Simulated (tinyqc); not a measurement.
Frenkel-Kontorova chain: a misfit dislocation (kink) in a monolayer on a periodic substrate. Changing the corrugation W. Computed by tinyqc, a small Python program. Command: `OMP_NUM_THREADS=1 python tinyqc.py 3001758 3001759 out.jsonl fkchain sweep`. One thread of a shared host (Intel(R) Xeon(R) Processor @ 2.30GHz), about 0.04 s of CPU time with the checks.

E = sum_j [(k/2)(x_(j+1) - x_j - b)^2 + (W/2)(1 - cos(2 pi x_j/a))], x_j = a (j + u_j). A kink takes u from 0 to 1: the chain is stretched by one period and has one atom fewer than wells.

Inputs (values chosen for the exercise, for a model overlayer):
```
quantity              value           unit
spring constant k      2.53  eV/angstrom^2
substrate period a     2.95       angstrom
misfit f = (b - a)/a  0.076              -
atoms on each side n      8              -
atomic mass M          84.4              u
```

Relaxation: Newton steps.

Constants: nu for 1 eV/(angstrom^2 u) = 15.6333042 THz.

Method:
- l0 = sqrt(k a^2/(2 W)); kink u(j) = (2/pi) arctan exp(pi j/l0); kink energy at f = 0: E0 = (4/pi) W l0; with misfit E0 - k a^2 f; kinks become favourable at f_c = 2/(pi l0), and a coherent chain with free ends loses stability at f_m = 1/l0. Lowest vibration of the flat chain: nu0 = 15.6333042 THz x sqrt(2 pi^2 W/(a^2 M)).
- Discrete chain at f = 0, ends held at u = 0 and 1: E = (k a^2/2) sum (u_(j+1) - u_j)^2 + (W/2) sum (1 - cos 2 pi u_j), gradient g_j = k a^2 (2 u_j - u_(j-1) - u_(j+1)) + pi W sin(2 pi u_j), Hessian 2 k a^2 + 2 pi^2 W cos(2 pi u_j) on the diagonal and -k a^2 beside it.
- Start as above (continuum shape at j + 1/2, j = -n..n-1, l0 = sqrt(k a^2/(2 W))). u(new) = u - H^-1 g; stop when the largest gradient is below 1e-9 eV.
- Repeat by Newton steps with an atom at the centre (j = -n..n, u_0 = 1/2). Barrier = difference of the two energies; the lowest Hessian eigenvalue tells minimum from saddle.

One run for each value; columns: (1) corrugation W (eV); (2) kink width l0; (3) Peierls barrier (meV); (4) energy, centre between atoms (eV); (5) kink energy E0 (eV); (6) critical misfit f_c:
```
(1)      (2)         (3)     (4)     (5)      (6)
0.73  3.8833  1.4561e+00  3.5743   3.609  0.16394
0.96  3.3863  6.7142e+00  4.0828   4.139  0.18800
1.30  2.9100  2.8514e+01  4.7161   4.817  0.21877
1.60  2.6231  6.7469e+01  5.1883   5.344  0.24270
2.10  2.2896  1.8062e+02  5.8397   6.122  0.27805
2.80  1.9828  4.3687e+02  6.5428   7.069  0.32106
3.70  1.7249  9.0030e+02  7.2058   8.126  0.36907
4.80  1.5144  1.6077e+03  7.7858   9.255  0.42037
6.30  1.3219  2.7279e+03  8.3357  10.603  0.48160
```

Describe and explain the trends.

Over the rows, kink width l0 falls from 3.88 to 1.32 (exponent d ln y / d ln x about -0.50 throughout); Peierls barrier (meV) rises from 1.46 to 2730 (exponent d ln y / d ln x 5.6 between the first rows and 1.9 between the last); energy, centre between atoms (eV) rises from 3.57 to 8.34 (exponent d ln y / d ln x 0.49 between the first rows and 0.25 between the last). The exponent of kink energy E0 stays at 0.50: the geometric mean of spring and corrugation. The exponent of critical misfit f_c stays at 0.50: f_c goes as 1/l0. ln(barrier/W) against l0 has the slope -2.52 between the first rows; for wide kinks the law is l0^2 exp(-pi l0), with slope 2/l0 - pi = -2.59. The continuum energy is too high by 0.98 % in the first row and 27 % in the last.

Caution (rows 1.30, 1.60, 2.10, 2.80, 3.70, 4.80, 6.30): a corrugation above 1 eV is larger than real overlayers usually show; it is chosen to keep the kink narrow. Caution (rows 1.30, 1.60, 2.10, 2.80, 3.70, 4.80, 6.30): for l0 below about 3 the kink spans few atoms, and the continuum kink energy is off by about 2 per cent or more.
